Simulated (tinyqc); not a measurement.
Grain-boundary diffusion: Harrison regimes, Fisher and Le Claire analysis, Hart average: one step, computed by the program tinyqc. Command: `OMP_NUM_THREADS=1 python tinyqc.py 3016680 3016681 out.jsonl gbdiff walk`. One thread of a shared host (Intel(R) Xeon(R) Processor @ 2.30GHz), about 0.01 s of CPU time with the checks.

A boundary is a slab of width delta with diffusivity D_b, normal to a surface held at constant concentration; it leaks into grains of diffusivity D.

Question. Effective diffusivity. Hart average for parallel slabs: f = delta/d, D_eff = (s f D_b + (1 - f) D)/(1 - f + s f); share of the boundaries = s f D_b/(s f D_b + (1 - f) D); depth sqrt(D_eff t).

Inputs (values chosen for the exercise, for a model polycrystal): boundary width delta = 0.73 nm; segregation factor s = 10; grain size d = 0.55 um; temperature T = 1450 K; time t = 810000 s.

D_b = 5.664076e-13 m^2/s

D = 9.034364e-16 m^2/s

Give: boundary fraction f; D_eff; share of the boundaries; depth sqrt(D_eff t).

Answer.

boundary fraction f = 0.0013273

D_eff = 8.3206e-15 m^2/s

share of the boundaries = 0.89285

depth sqrt(D_eff t) = 82.096 um
